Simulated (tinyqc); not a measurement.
Growth of a silicide layer between metal and silicon: linear-parabolic kinetics, ramp anneals and Kissinger analysis: one step, computed by the program tinyqc.

One compound layer of thickness x grows by diffusion through itself and reaction at an interface, dx/dt = 1/(2x/K + 1/v), until the metal is used up at x = a h.

Task: Geometry at full reaction. Silicon consumed b h, sheet resistance rho/(final thickness) with 1 micro-ohm cm/nm = 10 ohm; margin to the junction x_j - b h.

Inputs (values chosen for the exercise, modelled on NiSi):
```
quantity                                value          unit
metal thickness h                          29            nm
silicon consumed per metal thickness b   1.83             -
silicide resistivity                       15  micro-ohm cm
junction depth x_j                         19            nm
```

final thickness = 63.8 nm

Give: silicon consumed; sheet resistance; margin to the junction.

Result:

silicon consumed = 53.07 nm

sheet resistance = 2.351 ohm/square

margin to the junction = -34.07 nm

The silicide would punch through the junction.
